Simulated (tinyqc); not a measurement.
One-electron ion in a basis of Gaussians, step by step. One step of it, computed by the program tinyqc.

Problem. Matrices over normalised Gaussians. With p = a_i + a_j and I(k) = Gamma((k+1)/2) / (2 p^((k+1)/2)): S = I(2l+2), T = (2l+3) a_i a_j S / p, V = -Z I(2l+1), each divided by sqrt(S_ii S_jj).

exponents of r^l exp(-a r^2) (1/bohr^2): [0.372200, 0.622800, 1.042000]

Z = 5

l = 1

Give: S; T; V.

Solution.

S:
$$\begin{pmatrix}
1.0000 & 0.9213 & 0.7280 \\
0.9213 & 1.0000 & 0.9214 \\
0.7280 & 0.9214 & 1.0000
\end{pmatrix}$$

T (hartree):
$$\begin{pmatrix}
0.9305 & 1.0732 & 0.9982 \\
1.0732 & 1.5570 & 1.7958 \\
0.9982 & 1.7958 & 2.6050
\end{pmatrix}$$

V (hartree):
$$\begin{pmatrix}
-3.2452 & -3.4568 & -3.2561 \\
-3.4568 & -4.1978 & -4.4715 \\
-3.2561 & -4.4715 & -5.4298
\end{pmatrix}$$
